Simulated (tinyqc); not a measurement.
Thermal, flicker and telegraph noise of a field-effect transistor: one step, computed by the program tinyqc. Command: `OMP_NUM_THREADS=1 python tinyqc.py 3004339 3004340 out.jsonl noise walk`. One thread of a shared host (Intel(R) Xeon(R) Processor @ 2.30GHz), about 0.01 s of CPU time with the checks.

Strong inversion, threshold roll-off and channel-length modulation left out; noise sources are uncorrelated and are given as one-sided spectral densities.

Question. How many traps? Active traps per decade of time constant: N_dec = N_t k_B T W L lambda ln(10); a single trap at the interface shifts the threshold by e/(W L C_ox) and the current by g_m times that; tunnelling depth for frequency f, z = lambda ln(1/(2 pi f tau_0)), tau_0 = 1e-10 s.

Inputs (values chosen for the exercise, modelled on a high-k silicon transistor):
```
quantity                  value         unit
width W                     2.6   micrometre
length L                     59           nm
oxide trap density N_t  5.5e+16  1/(eV cm^3)
frequency f                3000           Hz
temperature T               400            K
```

Operating region: saturation. Flicker model: Hooge.

tunnelling length lambda = 0.8739735 angstrom

C_ox = 1.918407 microfarad/cm^2

g_m = 1993.699 microsiemens

drain current I = 282.5601 microampere

Constants: k_B = 8.617333262e-05 eV/K; e = 1.602176634e-19 C.

Give: traps per decade; threshold step of one trap; current step of one trap; depth probed at f.

Answer.

traps per decade = 0.05852

threshold step of one trap = 0.05444 mV

current step of one trap = 0.03841 %

depth probed at f = 1.152 nm

With fewer than one trap per decade the spectrum is not a smooth 1/f but a few Lorentzians, seen in time as telegraph steps, and S_Vfb is only the mean over many devices.
